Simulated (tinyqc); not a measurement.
Long-channel MOSFET, surface-potential model: one step of the calculation.

n-channel transistor on a uniformly doped p-type body, gradual-channel approximation, constant mobility, Boltzmann statistics, full ionisation. Potentials are counted from the neutral body; V is the electron quasi-Fermi potential, Vsb at the source and Vsb + Vds at the drain. Charges are magnitudes per area.

Question. Inversion charge along the channel. The surface potential psi at channel potential V solves Vgs + Vsb - Vfb - psi = gamma sqrt(G), G = psi - Vt + Vt exp((psi - 2 phiF - V)/Vt). Charge sheet: Qi = Cox gamma [sqrt(G) - sqrt(psi - Vt)]. Pao-Sah: Qi = (Cox gamma/2) integral from 3 Vt to psi of exp((u - 2 phiF - V)/Vt)/sqrt(G(u, V)) du.

Values chosen for this exercise; material values close to those of silicon:

| symbol | value | unit | meaning |
|---|---|---|---|
| T | 293 | K | temperature |
| Vfb | -0.61 | V | flat-band voltage |
| Vsb | 1 | V | source-body reverse bias |
| Vgs | 2.27 | V | gate-source voltage |

Constants: q = 1.602176634e-19 C, kB = 1.380649e-23 J/K, Vt = kB T/q. Results are converted to the units shown.

V, point 0 to 8 (V): 1  1.25  1.5  1.75  2  2.25  2.5  2.75  3
phiF = 0.43415369 V
Cox = 0.21654814 uF/cm^2
gamma = 1.1191165 V^0.5

Find: psi; Qi, charge sheet; Qi, Pao-Sah.

Answer.

```
point  psi (V)  Qi, charge sheet (nC/cm^2)  Qi, Pao-Sah (nC/cm^2)
0        1.961                       78.30                  78.79
1        2.170                       15.53                  15.63
2        2.221                    0.006155               0.006191
3        2.221                    3.086e-7               3.104e-7
4        2.221                   1.546e-11              1.555e-11
5        2.221                   7.747e-16              7.792e-16
6        2.221                   3.881e-20              3.904e-20
7        2.221                   1.945e-24              1.956e-24
8        2.221                   9.743e-29              9.800e-29
```

At the source the charge-sheet charge is 0.63 % below the Pao-Sah one.

tinyqc, about 0.04 s, one thread, Intel Xeon 2.30GHz (shared host): `OMP_NUM_THREADS=1 python tinyqc.py 2360084 2360085 out.jsonl`
